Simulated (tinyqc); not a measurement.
From results back to parameters: Koster-Slater impurity in an sp3s* host.

Problem. In the Koster-Slater model a defect shifts the s level of its site by Vs and the p levels by Vp; an A1 level solves 1/Vs = G_s(E) and a T2 level 1/Vp = G_p(E), E from the top of the valence band. A defect has an A1 level at E = 1.9700 eV, one of the energies of the table, and a T2 level at 0.2814 eV.

G(E) of the host (1/eV):

| E (eV) | G_s | G_p |
|---|---|---|
| 0.0000 | -0.0874994 | 0.0393482 |
| 0.2814 | -0.1090393 | -0.0165034 |
| 0.5629 | -0.1338979 | -0.0530151 |
| 0.8443 | -0.1639474 | -0.0857090 |
| 1.1257 | -0.2020567 | -0.1198316 |
| 1.4071 | -0.2532442 | -0.1606860 |
| 1.6886 | -0.3275797 | -0.2185563 |
| 1.9700 | -0.4501787 | -0.3281913 |
| 2.2514 | -0.8142860 | -1.1589000 |

Find: Vs, Vp.

Solution. Read G_s and G_p at the two energies and invert them. Vs is attractive and pulls its level down from the conduction bands. Vp is attractive and pulls its level down from the conduction bands.

Vs, Vp (eV): -2.2  -60.6

Run: tinyqc, `OMP_NUM_THREADS=1 python tinyqc.py 1452520 1452521 out.jsonl`; Intel(R) Xeon(R) Processor @ 2.30GHz, one thread, shared host; about 0.08 s of CPU time with all checks.
